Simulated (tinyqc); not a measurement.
Worked calculation: Gamma, L and X subbands of a thin body with non-parabolic valleys. Values are carried at full precision from step to step, so a last printed digit may differ when a step is redone from the rounded ones.

Hard walls, flat band, c = hbar^2/2m0, energies from the bulk Gamma edge. For a valley at angle theta to the normal 1/m_z = cos^2/ml + sin^2/mt and m_d = sqrt(ml mt^2/m_z). Subband n starts at E_v + e with e (1 + a e) = c (n pi/t)^2/m_z, and its density-of-states mass is taken as m_d (1 + 2 a e), without further growth at higher in-plane energy. Groups are named by valley and degeneracy.

Constants: hbar^2/2m0 = 3.80998211 eV angstrom^2; kB = 8.617333262e-05 eV/K.

Values chosen for the exercise (near those of a thin GaAs channel; the results hold for these values, not for the real material): face = 110 (surface); mG = 0.0661 m0 (Gamma mass); aG = 0.57 1/eV (Gamma non-parabolicity); EL = 0.32 eV (L edge above Gamma); mL = (1.926, 0.077) m0 (L valleys (four, along <111>): ml, mt); EX = 0.468 eV (X edge above Gamma); mX = (1.272, 0.23) m0 (X valleys (three, along <100>): ml, mt); aS = 0.36 1/eV (non-parabolicity of L and X); t = 78 angstrom (body thickness); Ns = 2.4 x 1e12/cm^2 (sheet density); T = 300 K (temperature); eot = 13 angstrom (equivalent oxide thickness).

## Valley groups

List degeneracy, edge, m_z, m_d and a.

Groups:
```
group  g  E_v (eV)     m_z     m_d  a (1/eV)
G1     1     0.000  0.0661  0.0661      0.57
L2     2     0.320  0.2139  0.2311      0.36
L2'    2     0.320  0.0770  0.3851      0.36
X2     2     0.468  0.3896  0.4156      0.36
X1     1     0.468  0.2300  0.5409      0.36
```

## Subband edges

n = 1 to 8 for each group; list the ten lowest.

Subbands:
```
subband  g  E (eV)  DOS mass
G1 n=1   1  0.0890    0.0728
G1 n=2   1  0.3168    0.0900
L2 n=1   2  0.3486    0.2358
L2' n=1  2  0.3981    0.4067
L2 n=2   2  0.4311    0.2495
X2 n=1   2  0.4838    0.4203
X1 n=1   1  0.4946    0.5513
X2 n=2   2  0.5301    0.4342
L2 n=3   2  0.5594    0.2709
X1 n=2   1  0.5716    0.5812
```

The lowest subband is G1 n=1, 228 meV below G1 n=2; in the bulk the lowest valley is Gamma.

## Filling and quantum capacitance

n_i = g m/(2 pi c) kB T ln(1 + exp((EF - E_i)/kB T)), sum n_i = Ns (1e12/cm^2 = 1e-4/angstrom^2), c = hbar^2/2m0. Quantum capacitance Cq = 1602.176634 sum g m/(2 pi c) f_i in microfarad/cm^2 with f_i = 1/(1 + exp((E_i - EF)/kB T)); Cox = 34.5313/eot (one gate); C/Cox = Cq/(Cq + Cox), the centroid term left out.

Over the ten listed subbands, named by valley (G, L, X), degeneracy and number.

EF = 0.1664 eV

n_i in the order of the list (1e12/cm^2): [2.391, 0.003, 0.004, 0.001, 0.000, 0.000, 0.000, 0.000, 0.000, 0.000]

Cq = 4.69 microfarad/cm^2
Cox = 2.656 microfarad/cm^2
C/Cox = 0.639

EF lies 77 meV above the lowest edge; Gamma holds 100 % of the electrons. The low density of states costs 36 % of the gate capacitance.

## Checks

- Cq against the slope dNs/dEF by finite differences, microfarad/cm^2: both 4.69.

Computed by tinyqc, a small Python program: `OMP_NUM_THREADS=1 python tinyqc.py 1281408 1281409 out.jsonl` (the numbers bound the seed that draws the inputs); one thread of a shared host (Intel(R) Xeon(R) Processor @ 2.30GHz), about 0.02 s for the whole set of steps.
